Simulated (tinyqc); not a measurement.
Resistance of a source-drain extension with a graded tip: abruptness at a fixed junction position.

y runs along the channel, the gate covers y > 0. The doping is N0 for y < y0 and N0 10^(-(y - y0)/la) beyond, uniform over the depth xj. Sheet conductance s(y) = q mu(N) max(N - Nch, 0) xj + (for y > 0) ma Cox Vo, with mu(N) = u0 + (u1 - u0)/(1 + (N/Nr)^au) and Cox = eps0 eox/tox. Current is taken as one-dimensional; depletion of the tip, spreading and the contact are left out. The metallurgical junction lies at yj, where N = Nch.

R_spacer = integral of dy/s from -Ls to 0, R_ov from 0 to yj, R_channel = (Lg - 2 yj)/(ma Cox Vo), R_total = 2 R_spacer + 2 R_ov + R_channel. Electrical length L_eff = ma Cox dR_total/d(1/Vo); R_series = R_total - L_eff/(ma Cox Vo). y0 is moved with la so that yj stays at 15.581 nm.

Inputs (values chosen for the exercise); mobility law close to that of holes in silicon: relative permittivity of the gate insulator (close to silicon dioxide) eox = 3.9; insulator thickness tox = 3.9 nm; active doping of the extension far from the gate N0 = 6.1e19 cm^-3; depth of the extension xj = 18 nm; channel doping Nch = 5.2e17 cm^-3; spacer length Ls = 23 nm; gate overdrive Vo = 0.81 V; mobility of the gate-induced layer ma = 44 cm^2/(V s); mobility at low doping u1 = 470.5 cm^2/(V s); mobility at high doping u0 = 44.9 cm^2/(V s); reference doping Nr = 2.23e17 cm^-3; exponent au = 0.719; gate length Lg = 50 nm.

Constants: q = 1.602176634e-19 C, eps0 = 8.8541878128e-14 F/cm where lengths are in cm. Results are converted to the units shown.

The same in every row: yj (nm) = 15.58; R_channel (ohm um) = 596.9.

Results:
```
la (nm/decade)	R_spacer (ohm um)	R_ov (ohm um)	R_total (ohm um)	L_eff (nm)	R_series (ohm um)
1	25.21	33.21	713.8	19.46	97.19
2.3	25.21	54.92	757.2	20.22	116.5
3.6	25.21	76.62	800.6	20.98	135.8
4.9	25.21	98.33	844.0	21.74	155.1
7.4	25.21	140.1	927.5	23.20	192.2
8.7	26.15	160.9	971.1	23.96	211.8
10	29.48	179.7	1015	24.70	232.4
```

Estimate the missing row, la = 6.1 nm/decade.

Computed row:
```
la (nm/decade)	R_spacer (ohm um)	R_ov (ohm um)	R_total (ohm um)	L_eff (nm)	R_series (ohm um)
6.1	25.21	118.4	884.1	22.44	172.9
```

With this row back in the table: As la goes from 1 to 10 nm/decade, R_total rises from 714 to 1020 ohm um, R_spacer rises from 25.2 to 29.5 ohm um and R_ov rises from 33.2 to 180 ohm um. R_total changes on average by 33.5 ohm um for each nm/decade. L_eff exceeds the metallurgical length by 0.620 nm in the first row and 5.87 nm in the last, since the gate also controls the lightly doped tips.

tinyqc, about 0.05 s, one thread, Intel Xeon 2.30GHz (shared host): `OMP_NUM_THREADS=1 python tinyqc.py 2282158 2282159 out.jsonl`
